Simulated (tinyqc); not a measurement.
# Slope factor and drain-induced lowering from three currents

Problem. With source and body at 0 V, I = A exp((Vg + dd Vd)/(nf Vt)) (1 - exp(-Vd/Vt)). Find nf, the swing nf Vt ln 10 and dd.

Inputs (values chosen for the exercise): temperature T = 358 K.

Constants: q = 1.602176634e-19 C, kB = 1.380649e-23 J/K, Vt = kB T/q. Results are converted to the units shown.

currents at (Vg, Vd) = (0, 0.05), (0, 0.8) and (0.1, 0.8) V (nA/um): 0.11320051  2.3472282  21.291913

Answer. The pair at equal Vd gives nf; the pair at equal Vg, after dividing out the factors 1 - exp(-Vd/Vt), gives dd.

nf = 1.47
swing = 104 mV/decade
dd = 0.170

Program tinyqc, `OMP_NUM_THREADS=1 python tinyqc.py 2242009 2242010 out.jsonl`; Intel Xeon 2.30GHz, shared host, one thread, about 0.03 s.
